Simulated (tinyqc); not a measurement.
Reflectance at normal incidence against thickness.

Normal incidence on air, film (n1) and substrate (N2 = n2 - i k2): r01 = (1 - n1)/(1 + n1), r12 = (n1 - N2)/(n1 + N2), amplitude (r01 + r12 X)/(1 + r01 r12 X), X = exp(-4 pi i n1 d/lam), R its squared modulus, phase from 0 to 360 degrees.

Inputs (values chosen for the exercise):
- lam = 800 nm (wavelength)
- n1 = 1.672 (index of the transparent film)
- n2 = 3.692 (index of the substrate)
- k2 = 0.0065 (extinction coefficient of the substrate)

Results:
```
d (nm)  R (%)  phase of the reflected amplitude (degrees)
0       32.92                                       179.9
60      20.22                                       128.9
90      7.995                                       90.31
120     1.911                                       357.8
150     8.335                                       268.1
180     20.58                                       230.2
210     29.82                                       203.0
240     32.92                                       179.3
```

Estimate the missing row, d = 30 nm.

Computed row:
```
d (nm)  R (%)  phase of the reflected amplitude (degrees)
30      29.62                                       156.2
```

With this row back in the table: R goes from 32.9 through a minimum of 1.91 (at d = 120 nm among the rows listed) to 32.9 %. At a quarter wave, d = 120 nm, R = 1.91 %; for a transparent substrate it would vanish for n1 = sqrt(n2) = 1.92.

Numbers from tinyqc (`OMP_NUM_THREADS=1 python tinyqc.py 2870120 2870121 out.jsonl`; about 0.01 s on one thread of a shared Intel Xeon 2.30GHz).
